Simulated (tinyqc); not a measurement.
Conductivities from two wire lengths.

Problem. A wire with uniform heating p0 per length and ends at the substrate temperature has theta(L/2) = (p0/g)[1 - 1/cosh(L/(2 LH))], LH = sqrt(kap A/g). Find LH, g and kap.

Parameters, values chosen for the exercise:
```
symbol,value,unit,meaning
A,52,nm^2,cross-section
p0,0.025,uW/nm,peak heating per length
```

theta at the middle for L = 110 and 220 nm (K): [46.464530, 96.766525]

Answer. With c = cosh(L1/(2 LH)) the longer wire has 2 c^2 - 1. The ratio of the two rises falls steadily from 4 to 1 as c grows, so it fixes c; g and kap follow.

LH = 54.87 nm
g = 0.1900 W/(m K)
kap = 11.00 W/(m K)

Numbers from tinyqc (`OMP_NUM_THREADS=1 python tinyqc.py 2520120 2520121 out.jsonl`; about 0.01 s on one thread of a shared Intel Xeon 2.30GHz).
